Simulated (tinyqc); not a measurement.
Changing the mass of the ion at fixed atomic number: ion implantation: universal nuclear stopping, Lindhard-Scharff electronic stopping and a Gaussian range profile. Computed by tinyqc, a small Python program. Command: `OMP_NUM_THREADS=1 python tinyqc.py 3000353 3000354 out.jsonl implant sweep`. One thread of a shared host (Intel(R) Xeon(R) Processor @ 2.30GHz), about 0.2 s of CPU time with the checks.

An ion slows by elastic collisions with screened nuclei and by friction with electrons; channelling is ignored and the target is uniform.

Inputs (values chosen for the exercise, modelled on antimony ions in diamond):
```
quantity                               value    unit
ion atomic number Z1                      51       -
target atomic number Z2                    6       -
target mass M2                         12.01       u
target density N                       176.3  1/nm^3
ion energy E                              42     keV
scale factor of electronic stopping k    1.5       -
```

Method:
- Reduced energy eps = 32.53 M2 E/(Z1 Z2 (M1 + M2)(Z1^0.23 + Z2^0.23)), E in keV; s_n = ln(1 + 1.1383 eps)/(2 (eps + 0.01321 eps^0.21226 + 0.19593 eps^0.5)) for eps up to 30 and ln(eps)/(2 eps) above; S_n = 8.462 Z1 Z2 M1 s_n/((M1 + M2)(Z1^0.23 + Z2^0.23)) in 1e-15 eV cm^2.
- S_e = k 3.83 Z1^(7/6) Z2/(Z1^(2/3) + Z2^(2/3))^(3/2) sqrt(E/M1) in 1e-15 eV cm^2, E in keV.
- Path length R = int_0^E dE'/(N (S_n + S_e)); energy lost to nuclei nu = int_0^E S_n/(S_n + S_e) dE' (both with E' = E y^3 and 64 Gauss-Legendre points in y).
- Estimates of Lindhard type: R_p = R/(1 + M2/(3 M1)), straggle dR_p = (2/3) R_p sqrt(M1 M2)/(M1 + M2).

One run for each value:
```
ion mass M1 (u)  projected range R_p (nm)  path length R (nm)  straggle dR_p (nm)  energy lost to nuclei nu (keV)
60.5                               13.966              14.890              3.4611                          36.137
76.2                               14.591              15.358              3.3361                          36.673
96.0                               15.361              16.001              3.2193                          37.115
121.0                              16.293              16.832              3.1130                          37.481
152.0                              17.389              17.847              3.0199                          37.780
192.0                              18.716              19.106              2.9369                          38.035
242.0                              20.261              20.596              2.8668                          38.244
```

Over the rows, projected range R_p (nm) rises from 14.0 to 20.3 (exponent d ln y / d ln x 0.19 between the first rows and 0.34 between the last); path length R (nm) rises from 14.9 to 20.6 (exponent d ln y / d ln x 0.13 between the first rows and 0.32 between the last); straggle dR_p (nm) falls from 3.46 to 2.87 (exponent d ln y / d ln x -0.16 between the first rows and -0.10 between the last). R_p/R goes from 0.94 to 0.98: a heavier ion is deflected less. The masses are formal and span far more than real isotopes.
